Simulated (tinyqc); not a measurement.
Threshold-voltage variability of a planar MOSFET, analytic estimates: scaling length and width together.

Three independent sources add in quadrature: random dopants in the depleted layer, metal-gate grains of two orientations, and roughness of the two gate edges acting through the roll-off VT = VT(long) - Vr exp(-L/l). These are first-order estimates: no three-dimensional electrostatics, no percolation.

ni = sqrt(Nc Nv) exp(-Eg/(2 Vt)), Eg in volts; Cox = 3.9 eps0/ti; Wd = sqrt(4 eps0 eps_r Vt ln(Na/ni)/(q Na)); dopants: s1 = (q/Cox) sqrt(Na Wd/(3 L W)). Grains: Ng = L W/G^2 (at least 1), s2 = dW sqrt(p (1 - p)/Ng). Edges, with exponential correlation and u = W/La: the mean gate length has sL^2 = 2 De^2 (2/u)[1 - (1 - exp(-u))/u]; s3 = sL (Vr/l) exp(-L/l). s = sqrt(s1^2 + s2^2 + s3^2). l and Vr are held fixed. W = 4 L in every row; l is held fixed.

Parameters, values chosen for the exercise; material values close to those of silicon:
- T = 350 K (temperature)
- Eg = 1.13 eV (band gap)
- eps_r = 11.5 (relative permittivity of the semiconductor)
- Nc = 3.59e19 cm^-3 (conduction-band density of states at T)
- Nv = 3.31e19 cm^-3 (valence-band density of states at T)
- Na = 3.5e17 cm^-3 (channel doping)
- ti = 1.3 nm (oxide-equivalent thickness in inversion)
- G = 5 nm (metal grain size)
- dW = 0.15 eV (work-function difference of the two grain orientations)
- p = 0.5 (share of the orientation of higher work function)
- De = 1 nm (rms roughness of one gate edge)
- La = 20 nm (correlation length of the roughness)
- l = 6 nm (decay length of the threshold roll-off)
- Vr = 2.5 V (prefactor of the roll-off)

Constants: q = 1.602176634e-19 C, kB = 1.380649e-23 J/K, Vt = kB T/q, eps0 = 8.8541878128e-14 F/cm where lengths are in cm. Results are converted to the units shown.

Result of one run:
```
s1 (mV)  s2 (mV)  s3 (mV)  s (mV)  s sqrt(L W) (mV um)
5.401      4.167   0.1448   6.823               0.6140
```

Which gate length L gave this result: 30, 37, 45 or 55 nm?

L = 45 nm.

The whole series:
```
L (nm)  s1 (mV)  s2 (mV)  s3 (mV)  s (mV)  s sqrt(L W) (mV um)
16        15.19    11.72    27.09   33.19                1.062
20        12.15    9.375    12.91   20.06               0.8023
24        10.13    7.812    6.205   14.22               0.6823
30        8.101    6.250    2.093   10.44               0.6266
37        6.568    5.068   0.5978   8.318               0.6155
45        5.401    4.167   0.1448   6.823               0.6140
55        4.419    3.409  0.02503   5.581               0.6139
```

As L goes from 16 to 55 nm, s falls from 33.2 to 5.58 mV. The largest source is the edges in the first row and the dopants in the last. The product s sqrt(L W) falls from 1.06 to 0.614 mV um: s1 and s2 go as 1/sqrt(L W), so the change comes from s3 alone. In every row the depletion depth exceeds L, so source and drain share much of the charge and s1 is rough.

Program tinyqc, `OMP_NUM_THREADS=1 python tinyqc.py 2090085 2090086 out.jsonl`; Intel Xeon 2.30GHz, shared host, one thread, about 0.01 s.
